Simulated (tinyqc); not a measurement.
Electron-beam lithography: double-Gaussian proximity function, edge placement and dose correction for parallel lines: one step, computed by the program tinyqc.

Lines are infinitely long. Absorbed energy is counted so that the middle of a very large area written at dose 1 receives 1; the resist develops where it exceeds 1/2.

Problem. Dose to size and latitude. A test line of width w << beta in surroundings of density rho, all at dose d: near its edge E(x) = d [S + eta rho]/(1 + eta), S = [erf((b - x)/alpha) - erf((a - x)/alpha)]/2 for edges a and b, the second term being the background energy. Dose to size d_s = (1 + eta)/(erf(w/alpha) + 2 eta rho), dose = d_s D0; edge slope d [1 - exp(-w^2/alpha^2)]/(sqrt(pi) alpha (1 + eta)); width change per 1 % of dose = 2 x 0.01 x (1/2)/slope.

Inputs (values chosen for the exercise, of the order of those for 10 keV electrons in resist on silicon): forward range alpha = 0.023 micrometre; backscatter ratio eta = 0.81; base dose D0 = 300 microcoulomb/cm^2; width of the test line = 0.056 micrometre; pattern density around the test line = 0.17.

Give: dose to size d_s; dose; edge slope; width change per 1 % of dose; background energy.

Solution.

dose to size d_s = 1.420

dose = 425.9 microcoulomb/cm^2

edge slope = 0.01919 1/nm

width change per 1 % of dose = 0.5211 nm

background energy = 0.1080

The background supplies 22 % of the threshold.
